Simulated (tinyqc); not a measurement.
## Schottky emission and Poole-Frenkel conduction in an insulator, and how to tell them apart: effect of temperature

Schottky emission (electrode-limited): J = As T^2 exp[-(pb - b sqrt(F))/Vt], b = sqrt(q/(4 pi eps0 ei)). Poole-Frenkel emission (bulk-limited): J = s0 F exp[-(pt - 2 b sqrt(F))/Vt]. F in V/cm.

Both formulas at the same field.

Values chosen for this exercise; dielectric values close to those of silicon nitride:
- ei = 4.14 (high-frequency relative permittivity)
- pt = 1.07 eV (trap depth)
- s0 = 0.58 S/cm (Poole-Frenkel prefactor)
- pb = 1.55 eV (electrode barrier)
- As = 54 A/(cm^2 K^2) (Richardson constant)
- F = 1.1 MV/cm (field)

Constants: q = 1.602176634e-19 C, kB = 1.380649e-23 J/K, Vt = kB T/q, eps0 = 8.8541878128e-14 F/cm where lengths are in cm. Results are converted to the units shown.

Effect of temperature:

| T (K) | J, Schottky (A/cm^2) | J, Poole-Frenkel (A/cm^2) | ratio |
|---|---|---|---|
| 225 | 1.258e-24 | 3.985e-10 | 3.156e-15 |
| 260 | 2.037e-20 | 4.438e-8 | 4.590e-13 |
| 300 | 8.585e-17 | 2.521e-6 | 3.406e-11 |
| 340 | 5.239e-14 | 5.535e-5 | 9.466e-10 |
| 380 | 8.495e-12 | 6.342e-4 | 1.339e-8 |
| 420 | 5.331e-10 | 0.004567 | 1.167e-7 |
| 475 | 5.194e-8 | 0.04006 | 1.297e-6 |

Read the table: what changes, and by how much?

The Schottky current grows by 16.6 decades and the Poole-Frenkel current by 8.00, as their lowered barriers are 1.35 and 0.679 eV. A tunnelling current would hardly change over this range.

tinyqc, about 0.01 s, one thread, Intel Xeon 2.30GHz (shared host): `OMP_NUM_THREADS=1 python tinyqc.py 2370164 2370165 out.jsonl`
